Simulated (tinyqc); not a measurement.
Inside a calculation. Method: MP2 on RHF in the sto-3g basis, frozen core, for BeH2, spin multiplicity 1. One step of it, computed by the program tinyqc.

Question. Second-order Moller-Plesset energy. E2 = sum_ijab (ia|jb) [2 (ia|jb) - (ib|ja)] / (e_i + e_j - e_a - e_b) over occupied i, j and virtual a, b; the opposite-spin part is (ia|jb)^2 / denominator, the rest is same-spin, and SCS-MP2 scales them by 6/5 and 1/3.

orbital energies (hartree): MO1 -4.530809, MO2 -0.424515, MO3 -0.381375, MO4 0.206563, MO5 0.213885, MO6 0.387162, MO7 0.729180

Two-electron integrals over orbitals (pq|rs), unique and non-zero (hartree); the lowest 1 orbital is frozen and left out:
```
(22|22) 0.379095    (32|32) 0.159350    (33|22) 0.390648    (33|33) 0.413672
(42|22) 0.010468    (42|33) 0.012490    (42|42) 0.048238    (43|32) 0.017134
(43|43) 0.015693    (44|22) 0.353425    (44|33) 0.338357    (44|42) -0.033054
(44|44) 0.453534    (52|52) 0.047602    (53|53) 0.012801    (54|52) -0.011312
(54|54) 0.026327    (55|22) 0.356103    (55|33) 0.338676    (55|42) -0.012619
(55|44) 0.399408    (55|55) 0.449859    (62|22) -0.014126   (62|33) -0.039953
(62|42) -0.005675   (62|44) 0.055541    (62|55) 0.063972    (62|62) 0.081362
(63|32) -0.090590   (63|43) -0.014332   (63|63) 0.083573    (64|22) 0.002484
(64|33) -0.005401   (64|42) 0.035809    (64|44) -0.001969   (64|55) 0.009690
(64|62) 0.026568    (64|64) 0.042151    (65|52) 0.045359    (65|54) -0.007057
(65|65) 0.047711    (66|22) 0.382988    (66|33) 0.391567    (66|42) 0.029314
(66|44) 0.347713    (66|55) 0.357336    (66|62) -0.019284   (66|64) 0.016862
(66|66) 0.408673    (72|32) -0.040144   (72|43) -0.014321   (72|63) 0.060798
(72|72) 0.057003    (73|22) -0.000963   (73|33) -0.018500   (73|42) -0.019965
(73|44) 0.066812    (73|55) 0.068232    (73|62) 0.075154    (73|64) 0.013419
(73|66) -0.020473   (73|73) 0.086579    (74|32) -0.032872   (74|43) 0.009735
(74|63) 0.020288    (74|72) 0.005972    (74|74) 0.024070    (75|53) 0.013306
(75|75) 0.016853    (76|32) 0.135883    (76|43) 0.018654    (76|63) -0.088051
(76|72) -0.048446   (76|74) -0.027597   (76|76) 0.129956    (77|22) 0.403872
(77|33) 0.420473    (77|42) 0.002492    (77|44) 0.381157    (77|55) 0.379384
(77|62) -0.021158   (77|64) -0.006541   (77|66) 0.412581    (77|73) 0.001767
(77|77) 0.458193
```

Hartree-Fock energy = -15.52449226 hartree

Give: Terms; Pair energies; MP2 correlation energy; SCS-MP2 correlation energy; MP2 total energy.

Answer.

Terms:
```
i  j  a  b  (ia|jb)  (ib|ja)  denominator       term
3  3  6  6    0.084    0.084       -1.537  -4.54e-03
2  2  6  6    0.081    0.081       -1.623  -4.08e-03
3  2  7  6    0.075    0.061       -1.922  -3.50e-03
2  3  6  7    0.075    0.061       -1.922  -3.50e-03
3  3  7  7    0.087    0.087       -2.221  -3.37e-03
2  2  4  4    0.048    0.048       -1.262  -1.84e-03
2  2  5  5    0.048    0.048       -1.277  -1.77e-03
3  2  6  7    0.061    0.075       -1.922  -1.47e-03
2  3  7  6    0.061    0.075       -1.922  -1.47e-03
2  2  7  7    0.057    0.057       -2.307  -1.41e-03
3  2  7  4   -0.020   -0.014       -1.742  -2.94e-04
2  3  4  7   -0.020   -0.014       -1.742  -2.94e-04
3  3  4  4    0.016    0.016       -1.176  -2.09e-04
3  3  4  6   -0.014   -0.014       -1.356  -1.51e-04
3  3  6  4   -0.014   -0.014       -1.356  -1.51e-04
3  3  5  5    0.013    0.013       -1.191  -1.38e-04
3  2  4  7   -0.014   -0.020       -1.742  -7.13e-05
2  3  7  4   -0.014   -0.020       -1.742  -7.13e-05
2  2  4  6   -0.006   -0.006       -1.443  -2.23e-05
2  2  6  4   -0.006   -0.006       -1.443  -2.23e-05
```

Pair energies (hartree; pair i-j sums ij and ji):
```
pair  opposite spin  same spin
2-2          -0.009          0
3-2          -0.010  -2.51e-04
3-3          -0.009      0.000
```

MP2 correlation energy = -0.02838 hartree

SCS-MP2 correlation energy = -0.03384 hartree

MP2 total energy = -15.55288 hartree
